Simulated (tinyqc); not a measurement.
Metal-interlayer-semiconductor contact, depinning against tunnelling resistance: one step of the calculation.

Zero bias, n-type semiconductor. Gap states at the semiconductor surface thin out as exp(-be ti), which unpins the barrier; electrons must then cross the interlayer (a rectangular barrier, no voltage drop across it) and the parabolic depleted layer, both by WKB. Energies E are counted from the Fermi level; no image force, parabolic bands.

Question. Pinning, barrier and scales. S = 1/(1 + (1/S0 - 1) exp(-be ti)); phiB = S (phiM - chi) + (1 - S)(Eg - E0); xi = Ec - EF deep inside, from Nd = Nc F(-xi/Vt), F(x) = (2/sqrt(pi)) int_0^infinity sqrt(u) du/(1 + exp(u - x)); band bending U = phiB - xi; E00 = (hbar/2) sqrt(Nd/(eps0 eps_r mt m0)) in volts; A = 4 pi q mA m0 kB^2/h^3.

Parameters, values chosen for the exercise; semiconductor values close to those of gallium arsenide; interlayer mass of the order of that in silicon nitride, offset chosen freely: temperature T = 300 K; band gap Eg = 1.41 eV; relative permittivity eps_r = 12.8; electron affinity chi = 3.93 eV; conduction-band density of states at T Nc = 4.4e17 cm^-3; tunnelling mass in the semiconductor mt = 0.0659 m0; Richardson mass mA = 0.0679 m0; donor density Nd = 9.7e18 cm^-3; charge-neutrality level above the valence band E0 = 0.48 eV; pinning factor without interlayer S0 = 0.1; metal work function phiM = 4.07 eV; interlayer thickness ti = 1.3 nm; decay constant of gap states through the interlayer be = 3.6 1/nm.

Constants: q = 1.602176634e-19 C, kB = 1.380649e-23 J/K, eps0 = 8.8541878128e-12 F/m, hbar = 1.054571817e-34 J s, h = 6.62607015e-34 J s, m0 = 9.1093837015e-31 kg, Vt = kB T/q. Results are converted to the units shown.

Wanted: S; phiB; xi; U; E00; A.

Answer.

S = 0.9229
phiB = 0.2009 eV
xi = -0.2435 eV
U = 0.4443 eV
E00 = 0.06296 eV
A = 8.160 A/(cm^2 K^2)

Range of the model: The depletion charge would drop about 0.24 V across such an interlayer (eps_r near 7.5) at ti = 1.3 nm and Nd = 9.7e18 cm^-3, against a band bending of 0.44 V; this model leaves that drop out.

Program tinyqc, `OMP_NUM_THREADS=1 python tinyqc.py 2270057 2270058 out.jsonl`; Intel Xeon 2.30GHz, shared host, one thread, about 0.03 s.
